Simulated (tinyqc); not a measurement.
Dielectric confinement in a thin film (image charges): sweeps and comparisons. A value that a table varies takes the place of the one given here.

A film |z| < t/2 of dielectric constant eps between half-spaces of dielectric constant e2; lam = (eps - e2)/(eps + e2), q = e^2/(4 pi eps0). The self-energy of a band edge is taken with the high-frequency value, e2 = eh, and the field of a fixed ion with the static one, e2 = eo. A charge at z has images lam^|n| at n t + (-1)^n z. Its self-energy is S(z) = (q/2 eps) sum over n >= 1 of lam^n [1/(n t - 2z) + 1/(n t + 2z)] for odd n and 2 lam^n/(n t) for even n; at the centre S(0) = -(q/(eps t)) ln(1 - lam).

Donor at the centre, lam from the static eo, trial function cos(pi z/t) exp(-rho/l): E(l) = c/(m l^2) - (q/eps) times the integral over k of F(k t) (1 + (k l/2)^2)^(-3/2), with F(x) = F0 + 2 lam exp(-x) G/(1 - lam exp(-x)), F0 = 2[(1 - exp(-x/2))/x + x (1 + exp(-x/2))/(x^2 + 4 pi^2)], G = 2 sinh(x/2)[1/x - x/(x^2 + 4 pi^2)]; c = hbar^2/2m0. The binding energy is -E at the minimum, counted from the subband edge with its self-energy.

Constants: e^2/(4 pi eps0) = 14.39964547 eV angstrom; hbar^2/2m0 = 3.80998211 eV angstrom^2; Ry = 13.60569312 eV.

Inputs chosen for the exercise (near those of a Ge film between layers of SiO2; not measured data): eps = 15.9 (dielectric constant of the film); eh = 2 (high-frequency dielectric constant outside); eo = 3.9 (static dielectric constant outside); m = 0.15 m0 (mass in the plane); mz = 0.116 m0 (mass across the film); ts = (10, 15, 22, 32, 48, 70, 100) angstrom (thicknesses); t = 88 angstrom (film thickness).

## Thinning the film

<S> is the mean over (2/t) cos^2(pi z/t); confinement c (pi/t)^2/mz; donor binding with and without images.

Results:
```
t (angstrom),<S> (meV),confinement (meV),"binding, no images (meV)",binding (meV),l (angstrom)
10,151.3,3241.6,27.5,123.5,21.0
15,100.9,1440.7,25.9,98.9,24.2
22,68.8,669.8,24.0,79.3,27.9
32,47.3,316.6,22.0,63.4,32.0
48,31.5,140.7,19.6,49.3,37.3
70,21.6,66.2,17.3,38.7,43.1
100,15.1,32.4,15.1,30.7,49.4
```

Between 100 and 10 angstrom the binding goes from 30.7 to 123.5 meV; quantum confinement alone would take it from 15.1 to 27.5, so the images supply +15.6 and +96.0 meV. |<S>| goes as 1/t and exceeds the confinement energy beyond 214 angstrom. Hard-wall energies above 300 meV (up to t = 32 angstrom) overstate the confinement: walls are finite and valleys non-parabolic.

## Choice of the surrounding dielectric

The same film between different dielectrics; in this table one value e2 serves for both eo and eh.

Results:
```
case,lam,<S> (meV),binding (meV),l (angstrom)
e2 = 1,0.882,24.0,57.3,45.2
e2 = 2.5,0.728,15.1,40.7,46.2
e2 = 3.9,0.606,11.0,33.4,47.0
e2 = 7.5,0.359,5.4,24.1,48.7
e2 = 16,-0.003,0.0,15.8,51.3
e2 = 25,-0.222,-2.6,12.3,53.0
e2 = 80,-0.668,-6.8,7.0,57.2
```

The binding spans a factor 8.2, from 57 meV in vacuum to 7.0 meV for e2 = 80; going from 3.9 to 25 changes it by -21.1 meV and the band edge by -13.5 meV, so the binding responds 1.56 times as much as the edge (for an orbit much smaller than t the binding would change by twice the change of S(0), -23.3 meV; here l/t = 0.53 for e2 = 3.9).

## What each parameter does

<S> is the mean over (2/t) cos^2(pi z/t). Each row changes one parameter from the base and keeps the others.

Results:
```
case,lam from eh,<S> (meV),binding (meV),l (angstrom)
base,0.777,17.2,33.4,47.0
t = 82 angstrom,0.777,18.5,35.0,45.8
eps = 14.3,0.755,18.0,36.7,44.3
eo = 5.5,0.777,17.2,28.2,47.8
eh = 2.6,0.719,14.7,33.4,47.0
m = 0.18 m0,0.777,17.2,35.5,42.1
```

The largest shifts from the base row, up to three for each result and ties (the steps differ in size, so this ranks the rows, not the parameters). lam from eh: eh -0.058, eps -0.022; unchanged at the printed digits by t, eo and m. <S> (meV): eh -2.5, t +1.3, eps +0.8; unchanged at the printed digits by eo and m. binding (meV): eo -5.1, eps +3.3, m +2.1; unchanged at the printed digits by eh. l (angstrom): m -5.0, eps -2.8, t -1.3; unchanged at the printed digits by eh.

(tinyqc, `OMP_NUM_THREADS=1 python tinyqc.py 1282335 1282336 out.jsonl`, Intel(R) Xeon(R) Processor @ 2.30GHz, 1 thread, shared host, about 0.09 s.)
